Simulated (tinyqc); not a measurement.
Self-consistent Fermi level with native defects, at growth and after a quench: one step, computed by the program tinyqc. Command: `OMP_NUM_THREADS=1 python tinyqc.py 3003094 3003095 out.jsonl scfermi walk`. One thread of a shared host (Intel(R) Xeon(R) Processor @ 2.30GHz), about 0.05 s of CPU time with the checks.

Energies are counted from the top of the valence band (VBM); when the gap shrinks with temperature the conduction band moves and the levels stay. The added dopant is taken as fully ionised. D and A draw on one reservoir with opposite signs, as the two vacancies of a compound do.

Task: Equilibrium at growth. n = N_c F_1/2((E_F - E_g)/k_B T), p = N_v F_1/2(-E_F/k_B T). F_1/2(eta) = (2/sqrt(pi)) int_0^infinity sqrt(x)/(1 + exp(x - eta)) dx, by the trapezoid rule in t = sqrt(x) with step 0.02 up to t = 12 (for eta < -12 by exp(eta) - exp(2 eta)/2^(3/2)). In equilibrium c_q = N_s exp(-(E_f(q, 0) + q E_F)/k_B T). Net charge = p - n + sum q c_q + N_X; the log ratio is ln(positive charge/negative charge). E_F is the root of the log ratio, by 50 bisections between -0.5 eV and E_g + 0.5 eV.

Inputs (values chosen for the exercise, for a model semiconductor): site density N_s = 4.9e+22 cm^-3; dopant density N_X = 1.2e+19 cm^-3; growth temperature T_g = 1500 K.

Added shallow dopant: donor.

E_g(T_g) = 3.096 eV

N_c(T_g) = 1.956077e+20 cm^-3

N_v(T_g) = 7.522514e+20 cm^-3

k_B T_g = 0.1292600 eV

E_f(q, E_F = 0) (eV): D(+2) -1.619, D(+1) 0.041, D(0) 2.361, A(0) 1.626, A(-1) 2.846

Give: E_F at growth; n at growth; p at growth; Defects at growth; total D; total A.

Result:

E_F at growth = 1.772 eV

n at growth = 6.963e+15 cm^-3

p at growth = 8.372e+14 cm^-3

Defects at growth:

| state | E_f (eV) | c (cm^-3) |
|---|---|---|
| D(+2) | 1.925 | 1.670e+16 |
| D(+1) | 1.813 | 3.971e+16 |
| D(0) | 2.361 | 5.722e+14 |
| A(0) | 1.626 | 1.687e+17 |
| A(-1) | 1.074 | 1.207e+19 |

total D = 5.698e+16 cm^-3

total A = 1.224e+19 cm^-3

The largest part of the positive charge comes from the dopant (99 %) and that of the negative charge from charged A (100 %).
